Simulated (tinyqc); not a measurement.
Rigid-ion and shell models of the dielectric response of an ionic crystal: one step, computed by the program tinyqc.

Charges +Z and -Z; 6 nearest neighbours, Madelung constant M = 1.747565, volume per ion pair Omega = 2.000000 d^3. Energy per pair U = -M Z^2 e2/d + 6 A exp(-d/rho), e2 = e^2/(4 pi eps_0). In the shell model the anion is a core of charge Y - Z and a massless shell of charge -Y, joined by the spring k; the repulsion acts on the shell. Each ion feels the Lorentz field E + (4 pi/3) P (Gaussian units).

Task: Shell model: lattice response. mu lambda_TO = R' - (4 pi e2/(3 Omega)) Z_S^2/(1 - b); mu lambda_LO = mu lambda_TO + 4 pi e2 Z*^2/(eps_inf Omega); eps_s = eps_inf lambda_LO/lambda_TO. lambda in eV/(angstrom^2 u) gives the wavenumber 15.6333042 x 33.35640952 x sqrt(lambda); mu is the reduced mass.

Inputs (values chosen for the exercise, for a model crystal): cation mass = 136 u; anion mass = 32.06 u.

Structure: rock salt.

anion polarisability alpha_- = 2.211690 angstrom^3

Szigeti charge Z_S = 0.7631827 e

softened spring R' = 3.797848 eV/angstrom^2

b = 0.3627317

eps_inf = 2.707593

Born charge Z* = 1.197584 e

volume Omega = 30.50598 angstrom^3

Constants: e^2/(4 pi eps_0) = 14.39964548 eV angstrom; nu for 1 eV/(angstrom^2 u) = 15.6333042 THz; 1 THz = 33.35640952 1/cm.

Give: mu lambda_TO; omega_TO; omega_LO; eps_s; share of R' left after the dipole term.

Result:

mu lambda_TO = 1.9907 eV/angstrom^2

omega_TO = 144.45 1/cm

omega_LO = 231.94 1/cm

eps_s = 6.9811

share of R' left after the dipole term = 0.52417

The dipole field cancels 48 % of the short-range spring.
